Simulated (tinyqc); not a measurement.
# Thermal stress and diffusional relaxation in a metal film: Coble and Nabarro-Herring creep, cooling and holds, step by step

A worked calculation. Computed by tinyqc, a small Python program that keeps every step. Command: `OMP_NUM_THREADS=1 python tinyqc.py 3012121 3012122 out.jsonl creep walk`. One thread of a shared host (Intel(R) Xeon(R) Processor @ 2.30GHz), about 0.1 s of CPU time with the checks. Intermediate numbers are printed to about 6 digits and carried at full precision; extremes and crossings named in words are read from the listed rows.

A thin film on a rigid substrate is stress-free at T0. Tension is positive and the film creeps linearly: d sigma/dt = -M (mismatch) dT/dt - sigma/tau.

Inputs (values chosen for the exercise, modelled on silver films on silicon):
```
quantity                           value        unit
biaxial modulus M                    138         GPa
expansion mismatch                  16.6      1e-6/K
atomic volume Omega                   17  angstrom^3
lattice prefactor D0             3.2e-05       m^2/s
lattice energy E                    1.89          eV
boundary prefactor (delta D_b)0  4.6e-15       m^3/s
boundary energy E_b                0.913          eV
grain size d                        0.64          um
stress-free temperature T0           350           C
hold temperature T                   220           C
hold time t                        0.017           h
cooling rate                          10       C/min
yield stress                         220         MPa
```

Constants: k_B = 1.380649e-23 J/K; k_B = 8.617333262e-05 eV/K.

## Elastic stress after a quench

Thermoelastic slope = M x mismatch; sigma_0 = slope x (T0 - T).

thermoelastic slope = 2.2908 MPa/K

stress after a quench sigma_0 = 297.804 MPa

Caution: the elastic stress exceeds the yield stress, so dislocation glide would cap it first.

## Creep at the hold temperature

Creep rate per stress: Nabarro-Herring 14 D Omega/(k_B T d^2), Coble (14 pi) delta D_b Omega/(k_B T d^3), with D = D0 exp(-E/(k_B T)), delta D_b = (delta D_b)0 exp(-E_b/(k_B T)); 1/tau = M x (sum of both)/2 (biaxial strain rate is half the uniaxial one). Temperatures in kelvin are T(C) + 273.15. sigma(t) = sigma_0 exp(-t/tau), relaxed part sigma_0 - sigma(t); the grain size where both mechanisms are equal is pi delta D_b/D.

Nabarro-Herring rate = 1.32229e-19 1/(Pa s)

Coble rate = 9.00368e-13 1/(Pa s)

relaxation time tau = 0.00447124 h

stress after the hold = 6.64829 MPa

stress relaxed during the hold = 291.156 MPa

crossover grain size = 4.35785e+06 um

Coble creep is 6.8e6 times as fast as Nabarro-Herring creep at this grain size. The crossover size is formal, far above any film grain. Caution: bulk creep laws overstate relaxation in a bonded film, where the substrate constrains boundary diffusion, and dislocation glide is left out.

## Stress after cooling to room temperature

Cooling from T0 at the constant rate: d sigma/dT = -slope + sigma/(tau(T) x rate), integrated to 25 C (stiff solver, tolerance 1e-9). Effective stress-free temperature T_eff = 25 C + sigma/slope.

stress at 25 C = 328.426 MPa

effective stress-free temperature = 168.367 C

Creep during cooling removes 55.9 % of the elastic value. Caution: bulk creep laws overstate relaxation in a bonded film, and dislocation glide would cap stresses above the yield stress.

## Where a fixed hold relaxes most

For each hold temperature: sigma_0 = slope (T0 - T), relaxed stress sigma_0 (1 - exp(-t/tau)), initial rate sigma_0/tau. In confined lines the relaxed part appears as void volume.

Holds:
```
T (C)  sigma_0 (MPa)      tau (h)  relaxed (MPa)  initial rate (MPa/h)
25           744.510  3.42229e+03    3.69830e-03           2.17548e-01
65           652.878  5.79993e+01    1.91335e-01           1.12566e+01
105          561.246  2.35841e+00    4.03105e+00           2.37976e+02
145          469.614  1.78775e-01    4.25989e+01           2.62684e+03
185          377.982  2.14412e-02    2.06927e+02           1.76287e+04
225          286.350  3.64048e-03    2.83665e+02           7.86573e+04
265          194.718  8.09358e-04    1.94718e+02           2.40583e+05
305          103.086  2.22698e-04    1.03086e+02           4.62895e+05
345           11.454  7.27386e-05    1.14540e+01           1.57468e+05
```

The relaxed stress peaks at 225 C among these rows: colder holds have more stress but slower diffusion, hotter ones faster diffusion but less stress. The initial rate peaks about k_B T^2/E_b = 37 K below T0 when boundaries dominate; its largest row is 305 C. Caution: dislocation glide would cap stresses above the yield stress; capping layers can block the surface and boundary paths, and threshold stresses are ignored.

Checks made by the program: cooling integral by quadrature (relative difference 3e-09).
